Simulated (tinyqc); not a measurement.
Inside a calculation. Model: straight dislocations in isotropic elasticity: fields, energies, partials, Peierls stress and walls. Computed by tinyqc, a small Python program that keeps every step. Command: `OMP_NUM_THREADS=1 python tinyqc.py 3012342 3012343 out.jsonl disloc walk`. One thread of a shared host (Intel(R) Xeon(R) Processor @ 2.30GHz), about 0.01 s of CPU time with the checks. Intermediate numbers are printed to about 6 digits and carried at full precision; extremes and crossings named in words are read from the listed rows.

The line runs along z, the glide plane is y = 0, and beta is the angle between b and the line (0 screw, 90 degrees edge): b_e = b sin(beta) along +x with the extra half plane at y > 0, b_s = b cos(beta). Stress is positive in tension.

Inputs (values chosen for the exercise, modelled on aluminium):

| quantity | value | unit |
|---|---|---|
| shear modulus G | 25.9 | GPa |
| Poisson ratio nu | 0.358 | - |
| Burgers vector b | 2.863 | angstrom |
| stacking-fault energy gamma | 147 | mJ/m^2 |
| dislocation density rho | 8.1e+14 | 1/m^2 |
| core radius r0/b | 1 | - |
| misfit volume of a solute dV | 5.5 | angstrom^3 |
| temperature T | 750 | K |
| unstable fault energy gamma_us | 241 | mJ/m^2 |
| tilt angle theta | 1.1 | degrees |
| source length l | 120 | nm |

Character: 30-degree.

field point (x, y) (nm): -1  8.4

Constants: 1 eV/angstrom^3 = 160.2176634 GPa; k_B = 8.617333262e-05 eV/K.

## Line energy and line tension

Energy factor K = G [cos^2(beta) + sin^2(beta)/(1 - nu)]. E = K b^2/(4 pi) ln(R/r0) with R = 1/(2 sqrt(rho)); tension T = E + d^2E/d(beta)^2 = G b^2 [1 + nu - 3 nu sin^2(beta)]/(4 pi (1 - nu)) ln(R/r0). The core energy is taken into r0.

energy factor K = 29.5107 GPa

ln(R/r0) = 4.11681

line energy E = 4.94609 eV/nm

line tension T = 7.36673 eV/nm

stored energy rho E = 641.885 kJ/m^3

T/E = 1.49: bowing turns parts of the line towards the costlier edge character, so it is stiff.

## Stress at a point

With D = G b_e/(2 pi (1 - nu)), S = G b_s/(2 pi), r^2 = x^2 + y^2: s_xx = -D y (3x^2 + y^2)/r^4, s_yy = D y (x^2 - y^2)/r^4, s_xy = D x (x^2 - y^2)/r^4, s_zz = nu (s_xx + s_yy), s_xz = -S y/r^2, s_yz = S x/r^2. Pressure p = -trace/3.

stress (MPa):
```
          x         y         z
x  -110.906    12.485  -119.972
y    12.485  -104.876   -14.282
z  -119.972   -14.282   -77.250
```

pressure p = 97.6773 MPa

The point lies above the glide plane, on the compressed side.

## Force on a second, equal dislocation at that point; binding of a solute

Peach-Koehler force per length on a parallel dislocation with the same b: in the glide plane F_x = s_xy b_e + s_yz b_s, normal to it F_y = -(s_xx b_e + s_xz b_s), which drives climb of the edge part or cross-slip of a screw. A solute with misfit volume dV has the energy p dV, and its dilute concentration is scaled by exp(-p dV/(k_B T)).

glide force F_x = -1.75397 mN/m

normal force F_y = 45.6225 mN/m

solute energy = 3.35310 meV

concentration ratio = 0.949441

Along x the second dislocation is repelled. The oversized solute is depleted here.

## Splitting into partials

Shockley partials have b_p = b/sqrt(3) at the angles beta -/+ 30 degrees; their repulsion balances the fault at d = G b_p^2/(8 pi gamma) (2 - nu)/(1 - nu) [1 - 2 nu cos(2 beta)/(2 - nu)].

partial Burgers vector b_p = 1.65295 angstrom

splitting width d = 0.383084 nm

d/b = 1.33805

Narrowly split: the cores nearly overlap. Caution: a splitting under two Burgers vectors is within the cores, where the elastic formula fails.

## Peierls-Nabarro core of the undissociated dislocation

Misfit energy gamma(u) = (gamma_us/2)(1 - cos(2 pi u/b)), so the largest restoring stress is tau_max = pi gamma_us/b; u(x) = b/2 + (b/pi) arctan(x/zeta), zeta = K b/(4 pi tau_max). Summing the misfit energy over atomic rows a' apart gives, for a wide core, W_P = (K b^2/pi) exp(-2 pi zeta/a') and sigma_P = (K b/a') exp(-2 pi zeta/a'); a' = b/2 for edge and 30-degree lines, b sqrt(3)/2 for screw and 60-degree lines.

tau_max = 2.64451 GPa

half width zeta = 2.54241 angstrom

row spacing a' = 1.4315 angstrom

Peierls barrier W_P = 0.0684507 meV/nm

Peierls stress sigma_P = 0.840669 MPa

zeta/a' = 1.78 and sigma_P/G = 3.2e-5: the stress falls by a factor e for each a'/(2 pi) of half width.

## Strength from dislocations

Frank-Read source, averaged over the loop: tau = G b/(2 pi l) [(1 - nu/2)/(1 - nu)] ln(l/r0). Taylor hardening: tau = 0.3 G b sqrt(rho).

Frank-Read stress = 75.9410 MPa

Taylor stress = 63.3118 MPa

Of the source, forest and Peierls stresses the largest here is the source stress. Caution: the source is longer than the mean dislocation spacing 1/sqrt(rho), so the forest would pin it into shorter segments and its stress is only formal.

## Low-angle tilt boundary

A symmetric tilt wall of edge dislocations has the spacing h = b/(2 sin(theta/2)); Read-Shockley: gamma_b = E0 theta (A - ln theta), E0 = G b/(4 pi (1 - nu)), A = 1 + ln(b/(2 pi r0)), theta in radians.

spacing h = 14.9128 nm

boundary energy = 54.9680 mJ/m^2

angle of the maximum, exp(A - 1) = 9.11891 degrees

## Character of the line

E = K b^2/(4 pi) ln(R/r0); T = G b^2 [1 + nu - 3 nu sin^2(beta)]/(4 pi (1 - nu)) ln(R/r0).

From screw to edge:

| beta (degrees) | K (GPa) | E (eV/nm) | T (eV/nm) | d (nm) |
|---|---|---|---|---|
| 0 | 25.9000 | 4.34093 | 9.18221 | 0.276274 |
| 15 | 26.8675 | 4.50308 | 8.69576 | 0.304894 |
| 30 | 29.5107 | 4.94609 | 7.36673 | 0.383084 |
| 45 | 33.1213 | 5.55125 | 5.55125 | 0.489894 |
| 60 | 36.7320 | 6.15641 | 3.73577 | 0.596704 |
| 75 | 39.3752 | 6.59942 | 2.40674 | 0.674894 |
| 90 | 40.3427 | 6.76157 | 1.92029 | 0.703514 |

The edge costs 1/(1 - nu) = 1.558 times the screw in energy, yet its tension is only (1 - 2 nu)/(1 + nu) = 0.209 of the screw value, so loops under stress are elongated along b. The edge splits 2.55 times as widely, (2 + nu)/(2 - 3 nu), since there the larger, edge parts of the partials repel with the factor 1/(1 - nu) and the small screw parts attract, while in the screw the roles are exchanged.

Checks made by the program: zero divergence of the stress field, by differences and relative to the size of its gradient (relative difference 1e-10); splitting against the force between the two partials (relative difference below 1e-10).
